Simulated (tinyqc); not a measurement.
Four-point probe, van der Pauw, Hall and spreading-resistance readings of a semiconductor layer. Which input was changed? Computed by tinyqc, a small Python program. Command: `OMP_NUM_THREADS=1 python tinyqc.py 3112316 3112317 out.jsonl probe which`. One thread of a shared host (Intel(R) Xeon(R) Processor @ 2.30GHz), about 0.04 s of CPU time with the checks.

The layer is uniform and ohmic; contacts are points unless a radius is given.

Inputs (values chosen for the exercise, modelled on n-type silicon):
```
quantity             value        unit
carrier density n  5.7e+18      1/cm^3
drift mobility mu      125  cm^2/(V s)
layer thickness t      510  micrometre
probe spacing s      0.635          mm
current I                1          mA
magnetic field B      0.75           T
Hall factor r_H          1           -
```

Backing of the layer: insulating.

Constants: e = 1.602176634e-19 C.

Method:
- rho = 1/(e n mu); R_s = rho/t.
- Collinear probes with equal spacing on a layer with insulating backing: images at depth 2 m t give V = (rho I/(2 pi s)) G, G = 1 + 4 sum_(m>=1) [1/sqrt(1 + (2 m u)^2) - 1/sqrt(4 + (2 m u)^2)], u = t/s; the sum runs to m = 20000, with the tail 3/(32 u^3 M^2) added to the sum for M = 20000.
- Limits: thick, rho = 2 pi s V/I; thin on an insulator, rho = (pi/ln 2) t V/I.
- V_H = r_H I B/(e n t); apparent density n/r_H; Hall mobility r_H mu; Hall angle tan = r_H mu B (SI).

Task: One of these inputs alone was changed, within the range given: carrier density n (2.85e+18 to 1.14e+19); layer thickness t (255 to 1020); probe spacing s (0.3175 to 1.27); current I (0.5 to 2). Which one, and to what value?

Results:
```
run     rho by the thin formula (ohm cm)  Hall voltage (mV)  sheet resistance R_s (ohm/square)
before                        0.00907152        0.001610296                          0.1717650
after                         0.01154188        0.002048815                          0.2185402
```

Result:

Each candidate set to reproduce rho by the thin formula, and what it then gives:
```
candidate                             range searched  value needed  Hall voltage (mV)  sheet resistance R_s (ohm/square)
carrier density n (1/cm^3)      2.85e+18 to 1.14e+19      4.480e18          0.0020488                            0.21854
layer thickness t (micrometre)           255 to 1020         979.7          0.0008383                            0.08942
probe spacing s (mm)                  0.3175 to 1.27        0.3306          0.0016103                            0.17176
current I (mA)                              0.5 to 2     no effect                  -                                  -
```

Only carrier density n fits every result: it went from 5.7e+18 to 4.48e18 1/cm^3. The next best candidate, probe spacing s, misses one result by 21 %.
